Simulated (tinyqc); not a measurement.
What moves the results: dielectric confinement in a thin film (image charges). A value that a table varies takes the place of the one given here.

A film |z| < t/2 of dielectric constant eps between half-spaces of dielectric constant e2; lam = (eps - e2)/(eps + e2), q = e^2/(4 pi eps0). The self-energy of a band edge is taken with the high-frequency value, e2 = eh, and the field of a fixed ion with the static one, e2 = eo. A charge at z has images lam^|n| at n t + (-1)^n z. Its self-energy is S(z) = (q/2 eps) sum over n >= 1 of lam^n [1/(n t - 2z) + 1/(n t + 2z)] for odd n and 2 lam^n/(n t) for even n; at the centre S(0) = -(q/(eps t)) ln(1 - lam).

Donor at the centre, lam from the static eo, trial function cos(pi z/t) exp(-rho/l): E(l) = c/(m l^2) - (q/eps) times the integral over k of F(k t) (1 + (k l/2)^2)^(-3/2), with F(x) = F0 + 2 lam exp(-x) G/(1 - lam exp(-x)), F0 = 2[(1 - exp(-x/2))/x + x (1 + exp(-x/2))/(x^2 + 4 pi^2)], G = 2 sinh(x/2)[1/x - x/(x^2 + 4 pi^2)]; c = hbar^2/2m0. The binding energy is -E at the minimum, counted from the subband edge with its self-energy.

Constants: e^2/(4 pi eps0) = 14.39964547 eV angstrom; hbar^2/2m0 = 3.80998211 eV angstrom^2; Ry = 13.60569312 eV.

Inputs chosen for the exercise (near those of a Si (100) film, two-fold valleys, between layers of SiO2; shifted at random, so the results belong to these values and not to a real crystal): eps = 11.7 (dielectric constant of the film); eh = 2.1 (high-frequency dielectric constant outside); eo = 3.9 (static dielectric constant outside); m = 0.191 m0 (mass in the plane); mz = 0.893 m0 (mass across the film); ts = (10, 15, 22, 32, 48, 70, 100) angstrom (thicknesses); t = 32 angstrom (film thickness).

## Thinning the film

<S> is the mean over (2/t) cos^2(pi z/t); confinement c (pi/t)^2/mz; donor binding with and without images.

Results:
```
t (angstrom)  <S> (meV)  confinement (meV)  binding, no images (meV)  binding (meV)  l (angstrom)
10                165.4              421.1                      59.3          169.7          15.5
15                110.3              187.1                      54.5          137.1          17.8
22                 75.2               87.0                      49.4          110.9          20.3
32                 51.7               41.1                      44.0           89.4          23.3
48                 34.5               18.3                      38.1           70.1          27.0
70                 23.6                8.6                      32.7           55.5          31.1
100                16.5                4.2                      27.8           44.2          35.7
```

Between 100 and 10 angstrom the binding goes from 44.2 to 169.7 meV; quantum confinement alone would take it from 27.8 to 59.3, so the images supply +16.4 and +110.5 meV. |<S>| goes as 1/t and exceeds the confinement energy beyond 25 angstrom. For t well above a* = 32 angstrom the separable trial function underbinds, which affects the last rows. Hard-wall energies above 300 meV (up to t = 10 angstrom) overstate the confinement: walls are finite and valleys non-parabolic.

## Choice of the surrounding dielectric

The same film between different dielectrics; in this table one value e2 serves for both eo and eh.

Results:
```
case         lam  <S> (meV)  binding (meV)  l (angstrom)
e2 = 1     0.843       78.3          172.1          21.7
e2 = 2.5   0.648       45.7          113.8          22.6
e2 = 3.9   0.500       30.9           89.4          23.3
e2 = 7.5   0.219       11.3           59.6          24.7
e2 = 16   -0.155       -6.9           35.3          27.0
e2 = 25   -0.362      -15.0           25.7          28.6
e2 = 80   -0.745      -27.8           12.5          32.4
```

The binding spans a factor 13.8, from 172 meV in vacuum to 12.5 meV for e2 = 80; going from 3.9 to 25 changes it by -63.6 meV and the band edge by -45.8 meV, so the binding responds 1.39 times as much as the edge (for an orbit much smaller than t the binding would change by twice the change of S(0), -77.1 meV; here l/t = 0.73 for e2 = 3.9).

## What each parameter does

<S> is the mean over (2/t) cos^2(pi z/t). Each row changes one parameter from the base and keeps the others.

Results:
```
case             lam from eh  <S> (meV)  binding (meV)  l (angstrom)
base                   0.696       51.7           89.4          23.3
t = 26 angstrom        0.696       63.6          100.9          21.6
eps = 10.5             0.667       53.4           97.9          21.9
eo = 5.5               0.696       51.7           72.8          24.0
eh = 2.7               0.625       43.0           89.4          23.3
m = 0.229 m0           0.696       51.7           96.2          20.7
```

The largest shifts from the base row, up to three for each result and ties (the steps differ in size, so this ranks the rows, not the parameters). lam from eh: eh -0.071, eps -0.029; unchanged at the printed digits by t, eo and m. <S> (meV): t +11.9, eh -8.6, eps +1.7; unchanged at the printed digits by eo and m. binding (meV): eo -16.6, t +11.5, eps +8.6; unchanged at the printed digits by eh. l (angstrom): m -2.5, t -1.7, eps -1.4; unchanged at the printed digits by eh.

tinyqc: `OMP_NUM_THREADS=1 python tinyqc.py 1282711 1282712 out.jsonl`; about 0.05 s, one thread, shared Intel(R) Xeon(R) Processor @ 2.30GHz.
